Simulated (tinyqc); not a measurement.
Schottky diode by thermionic emission with image-force lowering and series resistance: two steps of the calculation.

Metal on an n-type semiconductor with one parabolic valley; V > 0 is forward bias (metal positive). I = I0 [exp(Vj/(n Vt)) - 1] with Vj = V - I Rs; I0 = S A* T^2 exp(-(phi - dphi)/Vt), the lowering dphi taken at zero bias.

Inputs (values chosen for the exercise); band and dielectric values those of a made-up semiconductor: temperature T = 350 K; electron mass me = 0.0464 m0; relative permittivity eps_r = 10.6; barrier height seen from the metal phi = 0.45 eV; donor density Nd = 3.4e15 cm^-3; area S = 2.2e-5 cm^2; ideality factor n = 1.17; series resistance Rs = 17 ohm; applied bias V = 0.65 V.

Constants: q = 1.602176634e-19 C, kB = 1.380649e-23 J/K, h = 6.62607015e-34 J s, m0 = 9.1093837015e-31 kg, Vt = kB T/q, eps0 = 8.8541878128e-14 F/cm where lengths are in cm. Results are converted to the units shown.

Problem 1. Saturation current. A* = 4 pi q me m0 kB^2/h^3 (times 1e-4 for A/(cm^2 K^2)); Nc = 2 (2 pi me m0 kB T/h^2)^1.5 (times 1e-6 for cm^-3); xi = Vt ln(Nc/Nd), Vbi = phi - xi; surface field Em = sqrt(2 q Nd (Vbi - V - Vt)/(eps0 eps_r)); dphi = sqrt(q Em/(4 pi eps0 eps_r)). Here V = 0 in Em.

Wanted: A*; Nc; Vbi; Em; dphi; I0.

Solution 1.

A* = 5.576 A/(cm^2 K^2)
Nc = 3.161e17 cm^-3
Vbi = 0.3133 V
Em = 18.13 kV/cm
dphi = 15.69 meV
I0 = 8.378e-6 A

The lowering raises I0 by a factor of 1.68.

Problem 2. Junction voltage. Fixed-point step: I = (V - Vj)/Rs, then Vj(new) = n Vt ln(1 + I/I0).

I0 = 8.3780825e-6 A
Vj at the start = 0.23 V

Find: Vj after iteration 1.

Solution 2.

Vj after iteration 1 = 0.28193 V

tinyqc, about 0.01 s, one thread, Intel Xeon 2.30GHz (shared host): `OMP_NUM_THREADS=1 python tinyqc.py 2640007 2640008 out.jsonl`
